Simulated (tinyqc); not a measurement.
Dopants and charged point defects at anneal temperature: Fermi-level effect, clustering and pairing: one step, computed by the program tinyqc. Command: `OMP_NUM_THREADS=1 python tinyqc.py 3025878 3025879 out.jsonl pairing walk`. One thread of a shared host (Intel(R) Xeon(R) Processor @ 2.30GHz), about 0.01 s of CPU time with the checks.

Boltzmann statistics and full ionisation of active dopants. Energies are counted from the valence band; the defect (a vacancy or self-interstitial) has five charge states, with all degeneracy factors one.

Question. Charged defects. C_0 = N_s exp(S_f/k_B) exp(-H_f/k_B T). Ratios to the neutral state at E_F = E_i: r_+ = exp((E(+/0) - E_i)/k_B T), r_2+ = r_+ exp((E(2+/+) - E_i)/k_B T), r_- = exp((E_i - E(0/-))/k_B T), r_2- = r_- exp((E_i - E(-/2-))/k_B T); at other E_F state q scales as chi^(-q). The enhancement is sum r_q chi^(-q)/sum r_q. The charge on the defects is left out of neutrality.

Inputs (values chosen for the exercise, with bands modelled on GaAs):
```
quantity                                        value   unit
anneal temperature T                              940      K
formation enthalpy of the neutral defect H_f      3.2     eV
formation entropy S_f                             7.8    k_B
site density N_s                              2.9e+22  cm^-3
```

Dopant: donor. Second part: pairing with a mobile impurity.

defect levels as fractions of E_g(T): (2+/+), (+/0), (0/-), (-/2-): 0.042  0.058  0.66  0.9

E_g = 1.068564 eV

k_B T = 0.08100293 eV

n_i = 1.592555e+16 cm^-3

E_i = 0.6618466 eV

chi = 332.8015

Give: neutral defects C_0; Charge states; all defects, doped; enhancement over intrinsic; mean charge.

Answer.

neutral defects C_0 = 4.934e+08 cm^-3

Charge states:
```
state    ratio r  intrinsic (cm^-3)  doped (cm^-3)
2+     2.992e-07          1.476e+02      1.333e-03
+      6.079e-04          2.999e+05      9.012e+02
0      1.000e+00          4.934e+08      4.934e+08
-      5.852e-01          2.887e+08      9.609e+10
2-     1.444e-02          7.125e+06      7.892e+11
```

all defects, doped = 8.857e+11 cm^-3

enhancement over intrinsic = 1122

mean charge = -1.890 e

Doping leaves the neutral state alone and multiplies the total by 1120; the most common state is 2- (in intrinsic material 0). Caution: the carrier density exceeds the effective density of states, where Boltzmann statistics understate the shift of E_F and so the density of charged defects (gap narrowing, also left out, works the other way).
